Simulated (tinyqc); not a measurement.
Configuration-coordinate model of carrier capture at a defect, step by step. Values are carried at full precision from step to step, so a last printed digit may differ when a step is redone from the rounded ones.

Two parabolas of equal curvature k in one coordinate Q: with the carrier free at the band edge, U_f = k Q^2/2; with the carrier trapped, U_t = k (Q - dQ)^2/2 - ET. ER = k dQ^2/2, Huang-Rhys factor S = ER/hw, hw = 0.0646541 sqrt(k/M) eV for k in eV/angstrom^2 and M in u. The curves cross at a height Eb = (ER - ET)^2/(4 ER) above the free minimum.

Constants: kB = 8.617333262e-05 eV/K.

Inputs chosen for the exercise (of the size met at an oxide trap near a Si / SiO2 interface; the results hold for these values, not for the real material):

| symbol | value | unit | meaning |
|---|---|---|---|
| ET | 0.17 | eV | thermal depth of the level below the band edge |
| ER | 1.12 | eV | relaxation energy |
| hw | 0.044 | eV | phonon energy of the mode |
| M | 16 | u | mass of the mode |
| T | 200 | K | temperature |
| nu | 1e+13 | 1/s | attempt rate |

## The two parabolas

Form S, k, dQ, the crossing point Qc = (ER - ET)/(k dQ), Eb, and the emission barrier Eb + ET.

S = 25.455
k = 7.4103 eV/angstrom^2
dQ = 0.5498 angstrom
Qc = 0.2332 angstrom

barriers (eV): capture 0.2015, emission 0.3715

ER > ET: the crossing lies between the two minima (large relaxation); at Q = 0 the trapped level lies above the band edge.

## Optical transitions

Vertical ionisation from the trapped minimum costs ET + ER; vertical capture from the free minimum releases ET - ER (none if negative); the band has a standard deviation sqrt(S hw^2 coth(hw/2kT)) with S = ER/hw, and a full width 2.35482 times that.

energies (eV): ionisation peak 1.290, zero-phonon 0.170, emission peak -0.950

coth(hw/2kT) = 1.1688
standard deviation = 0.2400 eV
full width = 0.5652 eV

Vertical capture would need energy: there is no luminescence peak (at most a tail of the broadened line), and a carrier freed by light must cross the barrier Eb to return or tunnel through it; where tunnelling is slow this gives persistent photoconductivity at low temperature. The optical peak exceeds the thermal depth by a factor 7.59.

## The multiphonon factor

Multiphonon factor for giving p = ET/hw phonons to the lattice: W = exp(-S (2 nb + 1)) ((nb + 1)/nb)^(p/2) I_p(x), nb = 1/(exp(hw/kT) - 1), x = 2 S sqrt(nb (nb + 1)), I_p the modified Bessel function. Classical limit: W = hw exp(-Eb/kT)/sqrt(4 pi ER kT). At T = 0: exp(-S) S^p/Gamma(p + 1).

Form p, nb, x and ln W, the classical ln W, and the capture time 1/(nu W).

p, nb, x: 3.8636  0.0844  15.4034

ln W: quantum -12.193, classical -14.104

capture time = 1.97e-08 s

The quantum factor is 6.76 times the classical one at kT/hw = 0.39: nuclear tunnelling rules.

## Emission by detailed balance

For equal degeneracies and one band-edge state, emission time = capture time x exp(ET/kT).

ET/kT = 9.864
log10 of the emission time in s = -3.42

## Checks

- Ln W for the nearest whole p against the double Poisson sum over emitted and absorbed phonons: both -12.0547.

Program tinyqc; command `OMP_NUM_THREADS=1 python tinyqc.py 1451809 1451810 out.jsonl`; about 0.01 s on one thread of a shared Intel(R) Xeon(R) Processor @ 2.30GHz.
